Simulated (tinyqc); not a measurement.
Inside a calculation. Method: coherent transport through a tight-binding region between two chains. One step of it, computed by the program tinyqc.

Problem. Transmission at E = 0.84 eV. Surface Green function g = (E - i sqrt(4 t^2 - E^2)) / (2 t^2); self-energy tc^2 g on each contact site; G = (E - H - Sigma)^(-1); Gamma = -2 Im Sigma; T = Gamma_L Gamma_R |G_LR|^2; local density of states -Im G_ii / pi.

H of the central region (eV):
```
           1          2          3          4          5
1   0.000000  -2.260000   0.000000   0.000000  -2.260000
2  -2.260000   0.000000  -2.260000   0.000000   0.000000
3   0.000000  -2.260000   0.000000  -2.260000   0.000000
4   0.000000   0.000000  -2.260000   0.000000  -2.260000
5  -2.260000   0.000000   0.000000  -2.260000   0.000000
```

Leads: semi-infinite chains with site energy 0:
```
parameter                           value
lead hopping t (eV)              1.100000
coupling to the left lead (eV)   1.160000
coupling to the right lead (eV)  1.140000
left contact site                       1
right contact site                      4
```

E = 0.840000 eV

Give: g; G; local density of states; transmission.

Solution.

g = 0.3471-0.8402i 1/eV

G (1/eV):
```
                 1                2                3                4
1   0.0795-0.0353i   0.2125-0.0495i  -0.1585+0.0536i  -0.1536+0.0295i
2   0.2125-0.0495i   0.0850-0.0846i   0.1984+0.0809i  -0.1587+0.0545i
3  -0.1585+0.0536i   0.1984+0.0809i   0.0848-0.0837i   0.2126-0.0498i
4  -0.1536+0.0295i  -0.1587+0.0545i   0.2126-0.0498i   0.0797-0.0360i
5   0.1992+0.0155i  -0.1448-0.0136i  -0.1454-0.0104i   0.1988+0.0175i

                 5
1   0.1992+0.0155i
2  -0.1448-0.0136i
3  -0.1454-0.0104i
4   0.1988+0.0175i
5   0.1196-0.0886i
```

local density of states (1/eV): 0.0112  0.0269  0.0266  0.0115  0.0282

transmission = 0.1208
